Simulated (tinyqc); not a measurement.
Worked calculation: carrier lifetime from Shockley-Read-Hall, radiative, Auger and surface recombination. Computed by tinyqc, a small Python program that keeps every step. Command: `OMP_NUM_THREADS=1 python tinyqc.py 3022343 3022344 out.jsonl lifetime walk`. One thread of a shared host (Intel(R) Xeon(R) Processor @ 2.30GHz), about 0.03 s of CPU time with the checks. Intermediate numbers are printed to about 6 digits and carried at full precision; extremes and crossings named in words are read from the listed rows.

Energies are counted from the top of the valence band. Boltzmann statistics, full ionisation, and equal excess densities of electrons and holes.

Inputs (values chosen for the exercise, with bands modelled on GaN):
```
quantity                          value        unit
gap E_g                            3.45          eV
electron mass m_e                 0.208         m_0
valleys M_c                           1           -
hole mass m_h                      1.38         m_0
temperature T                       300           K
doping N                        1.7e+15       cm^-3
trap level E_t                    0.939          eV
trap density N_t                4.6e+13       cm^-3
electron cross-section sigma_n  3.3e-15        cm^2
hole cross-section sigma_p      3.3e-15        cm^2
radiative coefficient B         3.7e-10      cm^3/s
Auger coefficient C_n           5.4e-32      cm^6/s
Auger coefficient C_p           2.2e-30      cm^6/s
excess density dn               6.3e+14       cm^-3
generation rate G               1.1e+22  cm^-3 s^-1
diffusion coefficient D             2.8      cm^2/s
surface velocity S                   19        cm/s
thickness W                          19  micrometre
```

Doping: n-type. Surface term: two equal surfaces.

Constants: m_0 = 9.1093837015e-31 kg; k_B = 1.380649e-23 J/K; h = 6.62607015e-34 J s; k_B = 8.617333262e-05 eV/K.

## Equilibrium densities

N_c = 2 M_c (2 pi m_e k_B T/h^2)^(3/2) and N_v = 2 (2 pi m_h k_B T/h^2)^(3/2), masses in units of m_0. n_i = sqrt(N_c N_v) exp(-E_g/2 k_B T); majority density N/2 + sqrt(N^2/4 + n_i^2), minority density n_i^2 over it.

N_c = 2.38049e+18 cm^-3

N_v = 4.06809e+19 cm^-3

n_i = 1.03349e-10 cm^-3

n_0 = 1.70e+15 cm^-3

p_0 = 6.28289e-36 cm^-3

## Capture times and SRH densities

v = sqrt(3 k_B T/m) with m_e or m_h; tau_n0 = 1/(sigma_n v_n N_t), tau_p0 = 1/(sigma_p v_p N_t); n1 = N_c exp(-(E_g - E_t)/k_B T), p1 = N_v exp(-E_t/k_B T).

v_n = 2.56087e+07 cm/s

v_p = 9.94212e+06 cm/s

tau_n0 = 2.57242e-07 s

tau_p0 = 6.62597e-07 s

n1 = 1.56215e-24 cm^-3

p1 = 6837.30 cm^-3

n1 and p1 are both far below the doping: the level acts as a deep recombination centre.

## Surface lifetime

The slowest diffusion mode has x tan x = S W/(2 D) with 0 < x < pi/2 (bisection), and tau_s = W^2/(4 x^2 D). The common approximation is W/(2 S) + W^2/(pi^2 D).

x = 0.0802035

tau_s = 5.01075e-05 s

approximate tau_s = 5.01306e-05 s

The approximation is off by 0.046 %. Recombination at the surfaces limits: tau_s is close to W/2S.

## Lifetimes at the given injection

With n = n_0 + dn, p = p_0 + dn and U/dn = 1/tau: (n p - n_i^2)/dn = n_0 + p_0 + dn = s; 1/tau_SRH = s/[tau_p0 (n + n1) + tau_n0 (p + p1)]; 1/tau_rad = B s; 1/tau_Aug = (C_n n + C_p p) s; the rates add, with 1/tau_s. Radiative efficiency = tau_eff/tau_rad; effective diffusion length = sqrt(D tau_eff).

tau_SRH at dn = 7.32152e-07 s

tau_rad at dn = 1.15996e-06 s

tau_Aug at dn = 0.283886 s

effective lifetime at dn = 4.44860e-07 s

radiative efficiency at dn = 0.383514

effective diffusion length at dn = 11.1607 micrometre

SRH recombination carries 61 % of the rate; dn/N = 0.37 is intermediate injection. Caution: beyond low injection D should be the ambipolar coefficient.

## Steady state under generation

dn solves dn/tau_eff(dn) = G (60 bisections in ln dn between 1e-2 and 1e22 cm^-3); the splitting of the quasi-Fermi levels is k_B T ln(n p/n_i^2).

steady excess density = 3.50186e+15 cm^-3

lifetime in the steady state = 3.18351e-07 s

quasi-Fermi splitting under G = 3.04965 eV

The splitting, an upper bound for e V_oc, is 88 % of the gap.

## Lifetime against injection

Rows stop below half the smaller effective density of states.

Lifetimes (s):
```
dn (cm^-3)          SRH    radiative        Auger    effective  radiative efficiency  fastest channel
1.00e+10    6.62598e-07  1.58982e-06  6.40618e+00  4.63355e-07              0.291452              SRH
1.00e+11    6.62612e-07  1.58973e-06  6.39172e+00  4.63355e-07              0.291467              SRH
1.00e+12    6.62748e-07  1.58889e-06  6.25055e+00  4.63350e-07              0.291619              SRH
1.00e+13    6.64101e-07  1.58053e-06  5.11453e+00  4.63295e-07              0.293127              SRH
1.00e+14    6.76888e-07  1.50150e-06  1.75144e+00  4.62255e-07              0.307862              SRH
1.00e+15    7.57872e-07  1.00100e-06  1.57887e-01  4.27634e-07              0.427206              SRH
1.00e+16    8.82462e-07  2.31000e-07  3.77655e-03  1.82401e-07              0.789615        radiative
1.00e+17    9.15539e-07  2.65752e-08  4.36062e-05  2.57970e-08              0.970717        radiative
1.00e+18    9.19402e-07  2.69812e-09  4.42885e-07  2.67384e-09              0.991001        radiative
```

tau_SRH goes from 6.63e-7 s at low injection (the minority capture time, 6.63e-7 s) to 9.19e-7 s in the last row; at high injection it tends to tau_n0 + tau_p0 = 9.20e-7 s. Ruling channel by row: SRH from 1e10, radiative from 1e16 cm^-3.

## Where in the gap a trap does harm

Low injection: tau = [tau_p0 (n_0 + n1) + tau_n0 (p_0 + p1)]/(n_0 + p_0). Depleted region (n = p = 0): generation lifetime tau_g = (tau_p0 n1 + tau_n0 p1)/n_i. n1 = N_c exp(-(E_g - E_t)/k_B T), p1 = N_v exp(-E_t/k_B T).

The same trap at other energies:
```
E_t (eV)  SRH lifetime (s)  generation lifetime (s)
0.207          2.71299e-06              3.37272e+19
0.518          6.62609e-07              2.01099e+14
0.862          6.62597e-07              3.34553e+08
1.208          6.62597e-07              5.15135e+02
1.553          6.62597e-07              8.24473e-04
1.725          6.62597e-07              1.22370e-06
1.898          6.62597e-07              1.29171e-04
2.242          6.62597e-07              7.76435e+01
2.588          6.62597e-07              5.04254e+07
2.932          6.62599e-07              3.03106e+13
3.243          9.71641e-07              5.08353e+18
```

The SRH lifetime (other channels left aside) stays within 10 % of its least value, among these rows, from E_t = 0.518 to 2.932 eV. The generation lifetime has a sharp minimum, among these rows at 1.725 eV and exactly at 1.749 eV, where tau_p0 n1 = tau_n0 p1, since generation needs two thermal jumps and the larger one rules.

Checks made by the program: n1 p1 = n_i^2 (relative difference below 1e-10); x tan x at the root (relative difference below 1e-10).
